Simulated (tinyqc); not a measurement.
Electron continuity equation in a given potential, Scharfetter-Gummel discretisation: error of the current against the mesh.

Steady state in one dimension: J = q mu n E + q D dn/dx with E = -dpsi/dx and D = mu Vt, dJ/dx = q (n/tau - G), fixed densities nL and nR at the ends. The potential is given, psi = U x/L, and is not changed by the electrons.

Fluxes J_i = (q D/h)(n_(i+1) P_i - n_i Q_i), d_i = (psi_(i+1) - psi_i)/Vt: Scharfetter-Gummel P = B(d), Q = B(-d), B(d) = d/(exp(d) - 1); central P = 1 - d/2, Q = 1 + d/2; upwind P = 1 + max(-d, 0), Q = 1 + max(d, 0). Balance at each inner node: J_i - J_(i-1) = q h (n_i/tau - G). The reference is Scharfetter-Gummel on 4000 intervals or more. Errors are those of J on the first interval against the reference at its midpoint; errors under 1e-6 % are printed as 0.

Parameters, values chosen for the exercise; mobility close to that of indium phosphide at room temperature: temperature T = 450 K; electron mobility mu = 4990 cm^2/(V s); length of the region L = 5.5 um; density at x = 0 nL = 2.5e14 cm^-3; density at x = L nR = 2.1e13 cm^-3; lifetime tau = 1.3e-10 s; uniform generation rate G = 0 cm^-3 s^-1; potential difference psi(L) - psi(0) U = 0.29 V.

Constants: q = 1.602176634e-19 C, kB = 1.380649e-23 J/K, Vt = kB T/q. Results are converted to the units shown.

Error of the current against the mesh:
```
N,largest |d|,reference J (A/cm^2),SG error (%),central error (%),upwind error (%)
5,1.496,-108.7,3.42,0.796,11.2
10,0.7478,-116.4,0.837,0.185,5.30
20,0.3739,-120.4,0.204,0.0442,2.57
40,0.1870,-122.5,0.0503,0.0108,1.27
80,0.09348,-123.5,0.0125,2.66e-3,0.629
160,0.04674,-124.0,3.10e-3,6.58e-4,0.313
```

What does the comparison show?

From N = 80 to 160 the error shrinks by 4.0 (Scharfetter-Gummel), 4.0 (central), 2.0 (upwind); 4 marks second order and 2 first order. At N = 5 the errors are 3.4, 0.80 and 11 %.

Computed by the program tinyqc: `OMP_NUM_THREADS=1 python tinyqc.py 2220101 2220102 out.jsonl`, one thread of a shared Intel Xeon 2.30GHz, about 0.01 s for the whole run.
